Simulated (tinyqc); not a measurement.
What each parameter does: donor level screened by free carriers (Yukawa potential).

Screening wave number: Debye ks^2 = 4 pi q n/(eps kB T); Thomas-Fermi ks^2 = 6 pi q n/(eps EF) with EF = c (3 pi^2 n/gv)^(2/3)/m, c = hbar^2/2m0; the two are joined by 1/ks^2 = sqrt(1/ks_D^4 + 1/ks_TF^4). 1e18/cm^3 = 1e-6/angstrom^3, q = e^2/(4 pi eps0).

Potential -(q/(eps r)) exp(-ks r), q = e^2/(4 pi eps0). In units Ry* = Ry m/eps^2 and a* = a0 eps/m the problem is [-Laplacian - 2 exp(-x r)/r] psi = E psi with x = ks a*.

Converged values use 18 functions exp(-z r), z = 1.55^i, i = -11 to 6: S = 2/A^3, H = z_i z_j S - 2/(A + x)^2, A = z_i + z_j.

Constants: e^2/(4 pi eps0) = 14.39964547 eV angstrom; kB = 8.617333262e-05 eV/K; hbar^2/2m0 = 3.80998211 eV angstrom^2; Ry = 13.60569312 eV; a0 (Bohr radius) = 0.5291772105 angstrom.

Values chosen for the exercise (near those of a donor in Ge, with one mean mass; shifted at random, so the results belong to these values and not to a real crystal): m = 0.168 m0 (mass); eps = 15.8 (dielectric constant); gv = 4 (valleys); T = 400 K (temperature); n = 0.55 x 1e18/cm^3 (free-carrier density).

Ry* = Ry m/eps^2, a* = a0 eps/m, x = ks a* with the joined ks; converged binding.

Results for these values:

| case | 1/ks (angstrom) | x | binding in Ry* | binding (meV) |
|---|---|---|---|---|
| base | 74.2 | 0.671 | 0.162 | 1.49 |

What happens to each result for n = 0.275 x 1e18/cm^3, all else kept?

Answer: 1/ks rises from 74.2 to 104.7; x falls from 0.671 to 0.475; binding in Ry* rises from 0.162 to 0.320; binding rises from 1.49 to 2.93.

The same for each parameter in turn:

| case | 1/ks (angstrom) | x | binding in Ry* | binding (meV) |
|---|---|---|---|---|
| base | 74.2 | 0.671 | 0.162 | 1.49 |
| n = 0.275 x 1e18/cm^3 | 104.7 | 0.475 | 0.320 | 2.93 |
| T = 370 K | 71.4 | 0.697 | 0.146 | 1.33 |
| m = 0.188 m0 | 74.2 | 0.600 | 0.212 | 2.18 |
| eps = 14.5 | 71.1 | 0.642 | 0.181 | 1.97 |
| gv = 5 | 74.1 | 0.671 | 0.162 | 1.48 |

Computed by tinyqc, a small Python program: `OMP_NUM_THREADS=1 python tinyqc.py 1282333 1282334 out.jsonl` (the numbers bound the seed that draws the inputs); one thread of a shared host (Intel(R) Xeon(R) Processor @ 2.30GHz), about 0.02 s for the whole set of steps.
